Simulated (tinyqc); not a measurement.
Ellipsometry and reflectance of a transparent film on an absorbing substrate: effect of the index of the transparent film.

Air (index 1), film, substrate with N2 = n2 - i k2; time factor exp(+i w t). q_j = sqrt(N_j^2 - sin^2 th), root with positive real part. Fresnel coefficients r_s = (q_a - q_b)/(q_a + q_b), r_p = (N_b^2 q_a - N_a^2 q_b)/(N_b^2 q_a + N_a^2 q_b). tan(Psi) exp(i Delta) = R_p/R_s, Delta taken from 0 to 360 degrees.

beta = 2 pi d q1/lam, X = exp(-2 i beta), R = (r01 + r12 X)/(1 + r01 r12 X) for p and s. dDelta/dd is the derivative of Delta; period lam/(2 q1).

Values chosen for this exercise; indices close to those of silicon nitride on silicon: wavelength lam = 546.1 nm; angle of incidence th = 75 degrees; film thickness d = 16 nm; index of the substrate n2 = 4.086; extinction coefficient of the substrate k2 = 0.031.

Result of one run:

| Psi (degrees) | Delta (degrees) | \|R_p\|^2 | \|R_s\|^2 | dDelta/dd (degrees/nm) | period (nm) |
|---|---|---|---|---|---|
| 8.0011 | 104.25 | 0.015141 | 0.76637 | -1.4424 | 344.15 |

Which index of the transparent film n1 gave this result: 1.25, 1.65, 2.25 or 2.45?

n1 = 1.25.

The whole series:

| n1 | Psi (degrees) | Delta (degrees) | \|R_p\|^2 | \|R_s\|^2 | dDelta/dd (degrees/nm) | period (nm) |
|---|---|---|---|---|---|---|
| 1.25 | 8.0011 | 104.25 | 0.015141 | 0.76637 | -1.4424 | 344.15 |
| 1.45 | 10.612 | 94.941 | 0.026778 | 0.76289 | -1.4340 | 252.49 |
| 1.65 | 11.952 | 89.985 | 0.034015 | 0.75917 | -1.5266 | 204.12 |
| 1.85 | 12.506 | 86.642 | 0.037158 | 0.75533 | -1.6535 | 173.06 |
| 2.05 | 12.532 | 84.098 | 0.037131 | 0.75156 | -1.8030 | 151.01 |
| 2.25 | 12.171 | 82.029 | 0.034797 | 0.74805 | -1.9752 | 134.37 |
| 2.45 | 11.505 | 80.307 | 0.030870 | 0.74505 | -2.1739 | 121.27 |
| 2.65 | 10.586 | 78.912 | 0.025943 | 0.74282 | -2.4049 | 110.65 |

Psi goes from 8.00 through a maximum of 12.5 (at n1 = 2.05 among the rows listed) to 10.6 degrees and |R_p|^2 goes from 0.0151 through a maximum of 0.0372 (at n1 = 1.85 among the rows listed) to 0.0259. The slope of Delta is largest in size, 2.40 degrees/nm, at n1 = 2.65 among the rows.

Numbers from tinyqc (`OMP_NUM_THREADS=1 python tinyqc.py 2870148 2870149 out.jsonl`; about 0.4 s on one thread of a shared Intel Xeon 2.30GHz).
